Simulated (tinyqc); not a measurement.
# Memristor with linear dopant drift, Biolek window: one period

A film of thickness D has a doped share x: R = Ron x + Roff (1 - x), i = v/R, dx/dt = k i F with k = mv Ron/D^2 and F = 1 - x^(2 p) for i >= 0 and 1 - (x - 1)^(2 p) for i < 0. The drive is v = V0 sin(2 pi f t). The model has no threshold and no heating.

Step h = 1/(16 f), from t = j h. With g(t, x) = dx/dt: k1 = g(t, x), k2 = g(t + h/2, x + h k1/2), k3 = g(t + h/2, x + h k2/2), k4 = g(t + h, x + h k3), x(new) = x + h (k1 + 2 k2 + 2 k3 + k4)/6.

The 16 Runge-Kutta steps against a converged integration; i uses the converged x.

Values chosen for this exercise: resistance of the fully doped film Ron = 100 ohm; resistance of the undoped film Roff = 5000 ohm; film thickness D = 10 nm; dopant mobility mv = 4e-14 m^2/(V s); doped share at t = 0 x0 = 0.48; amplitude V0 = 1 V; window exponent p = 1; frequency f = 29 Hz.

One period:

| j | v (V) | x, coarse steps | x, converged | i (uA) |
|---|---|---|---|---|
| 0 | 0.0000 | 0.48000 | 0.48000 | 0.00 |
| 1 | 0.3827 | 0.48486 | 0.48486 | 145.83 |
| 2 | 0.7071 | 0.49879 | 0.49879 | 276.65 |
| 3 | 0.9239 | 0.51985 | 0.51985 | 376.68 |
| 4 | 1.0000 | 0.54503 | 0.54503 | 429.30 |
| 5 | 0.9239 | 0.57056 | 0.57056 | 419.13 |
| 6 | 0.7071 | 0.59247 | 0.59247 | 337.22 |
| 7 | 0.3827 | 0.60726 | 0.60726 | 189.03 |
| 8 | 0.0000 | 0.61247 | 0.61247 | 0.00 |
| 9 | -0.3827 | 0.60545 | 0.60545 | -188.21 |
| 10 | -0.7071 | 0.58631 | 0.58631 | -332.43 |
| 11 | -0.9239 | 0.55975 | 0.55976 | -409.30 |
| 12 | -1.0000 | 0.53113 | 0.53113 | -417.10 |
| 13 | -0.9239 | 0.50493 | 0.50494 | -365.77 |
| 14 | -0.7071 | 0.48435 | 0.48436 | -269.20 |
| 15 | -0.3827 | 0.47134 | 0.47134 | -142.24 |
| 16 | 0.0000 | 0.46689 | 0.46689 | 0.00 |

What do the numbers show?

The current vanishes with the voltage (pinched loop). At the same voltage, j = 2 and 6, it is 277 uA on the way up and 337 uA on the way down. x peaks at 0.6125 at half period and ends at 0.4669, not at its starting value: this window differs for the two directions of the current. The coarse steps miss by at most 1.1e-6.

Computed by the program tinyqc: `OMP_NUM_THREADS=1 python tinyqc.py 2880037 2880038 out.jsonl`, one thread of a shared Intel Xeon 2.30GHz, about 0.1 s for the whole run.
